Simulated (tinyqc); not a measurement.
Inside a calculation: Lorentz oscillators and the Kramers-Kronig relations. Values are carried at full precision from step to step, so a last printed digit may differ when a step is redone from the rounded ones.

eps(E) = 1 + sum_j S_j/(E0_j^2 - E^2 - i G_j E).

Constants: hbar c = 1973.269805 eV angstrom; hbar^2/2m0 = 3.80998211 eV angstrom^2; e^2/(4 pi eps0) = 14.39964547 eV angstrom.

Inputs chosen for the exercise:
```
symbol  value   unit  meaning
E0      (4.45)  eV    resonances
G       (1.16)  eV    widths
S       (14.4)  eV^2  strengths
E       4.19    eV    photon energy
h       0.25    eV    grid step
M       36            grid points E_j = j h
i       5             grid index at which eps1 is wanted
```

## Dielectric function at one energy

Evaluate each oscillator and the sum.

terms: 1.1283+2.4412i

eps(E) = 2.1283+2.4412i
eps(0) = 1.7272

## Optical constants

n + i k = sqrt(eps1 + i eps2) with k >= 0; R = ((n - 1)^2 + k^2)/((n + 1)^2 + k^2) at normal incidence from vacuum; alpha = 2 E k/(hbar c), times 1e8 for 1/cm; loss function Im(-1/eps) = eps2/(eps1^2 + eps2^2).

Convert eps at the photon energy E into the optical constants.

n = 1.6381
k = 0.7451
R = 0.1281
alpha = 3.16e+05 1/cm
loss function = 0.2327
vacuum wavelength hc/E (hc = 1239.841984 eV nm) = 295.9 nm

The intensity falls to 1/e within 31.6 nm.

## Absorptive part on the grid

Tabulate eps2 at E_j = j h.

eps2(E_j), j = 1 .. M: 0.0107  0.0218  0.0338  0.0471  0.0624  0.0805  0.1028  0.1310  0.1677  0.2174  0.2871  0.3891  0.5451  0.7952  1.2076  1.8566  2.5973  2.7385  2.0892  1.3770  0.9012  0.6131  0.4360  0.3225  0.2465  0.1936  0.1555  0.1273  0.1059  0.0892  0.0761  0.0655  0.0569  0.0499  0.0440  0.0390

## eps1 at one grid point

Kramers-Kronig: eps1(E) = 1 + (2/pi) P integral_0^infinity E1 eps2(E1)/(E1^2 - E^2) dE1. Maclaurin rule on the grid E_j = j h, j = 1 .. M: eps1(E_i) = 1 + (4 h/pi) sum over j with j - i odd of E_j eps2(E_j)/(E_j^2 - E_i^2); nothing is added above E_M.

List the terms E_j eps2_j/(E_j^2 - E_i^2) for j - i odd, add them and form eps1.

terms in order of j (1/eV): -0.0083  -0.0837  0.1757  0.1075  0.1160  0.1569  0.2604  0.5144  0.6594  0.2938  0.1175  0.0562  0.0309  0.0188  0.0122  0.0084  0.0060  0.0044

sum = 2.447 1/eV
eps1(E_i) = 1.779

The oscillator formula gives 1.785 at E_i = 1.25 eV. The rule samples every 2h = 0.5 eV against a narrowest width of 1.16 eV and stops at 9 eV; coarse sampling and the missing tail make the difference.

## The f-sum on the grid

W(E_M) = (2/pi) h sum_j E_j eps2_j, with half weight on the last point; the full integral equals sum S_j = (hbar omega_p)^2, and the electron density follows from (hbar omega_p)^2 = 8 pi c (e^2/(4 pi eps0)) N with c = hbar^2/2m0.

W(E_M) = 12.98 eV^2
sum S = 14.40 eV^2
share reached on this grid (a step near the line widths can inflate it) = 0.902
hbar omega_p = 3.795 eV
N = 1.04e+22 1/cm^3

## Checks

- The value of eps1 at 4.253 eV from a fine, long grid (with the tail of eps2 ~ 1/E^3 added) against the oscillator formula: both 1.90.

tinyqc: `OMP_NUM_THREADS=1 python tinyqc.py 1650172 1650173 out.jsonl`; about 0.1 s, one thread, shared Intel(R) Xeon(R) Processor @ 2.30GHz.
